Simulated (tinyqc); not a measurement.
Inside a calculation. Method: one-electron ion in a basis of Gaussians. Computed by tinyqc, a small Python program that keeps every step. Settings: Z = 5, l = 0. Command: `OMP_NUM_THREADS=1 python tinyqc.py 25583 25584 out.jsonl` (the two numbers bound the seeds that draw the settings). One thread of a shared host (Intel(R) Xeon(R) Processor @ 2.60GHz), about 0.01 s of CPU time with the checks.

## Matrices over normalised Gaussians

exponents of r^l exp(-a r^2) (1/bohr^2): [1.6310, 2.1840, 2.9240]

Z = 5

l = 0

With p = a_i + a_j and I(k) = Gamma((k+1)/2) / (2 p^((k+1)/2)): S = I(2l+2), T = (2l+3) a_i a_j S / p, V = -Z I(2l+1), each divided by sqrt(S_ii S_jj).

S:
```
[[1.0000, 0.9842, 0.9389],
 [0.9842, 1.0000, 0.9842],
 [0.9389, 0.9842, 1.0000]]
```

T (hartree):
```
[[2.4465, 2.7569, 2.9492],
 [2.7569, 3.2760, 3.6914],
 [2.9492, 3.6914, 4.3860]]
```

V (hartree):
```
[[-10.1898, -10.8456, -11.3059],
 [-10.8456, -11.7914, -12.5499],
 [-11.3059, -12.5499, -13.6436]]
```

## Generalised eigenproblem

H = T + V (hartree):
```
[[-7.7433, -8.0888, -8.3567],
 [-8.0888, -8.5154, -8.8585],
 [-8.3567, -8.8585, -9.2576]]
```

Solve H C = S C e through S^(-1/2); each column has its largest component positive (the first on a tie).

eigenvalues of S: [0.0005, 0.0611, 2.9384]

eigenvalues (hartree): [-9.9684, -1.8220, 4.0233]

coefficients:
```
[[-3.3533, 5.6498, -16.6371],
 [7.1833, -5.4919, 33.5851],
 [-4.8946, 0.1686, -17.2145]]
```

For Z = 5 and l = 0 the exact lowest level is -Z^2/(2 n^2) with n = l + 1: -12.500000 hartree. The basis is nearly linearly dependent, so rounded matrices do not reproduce these digits.
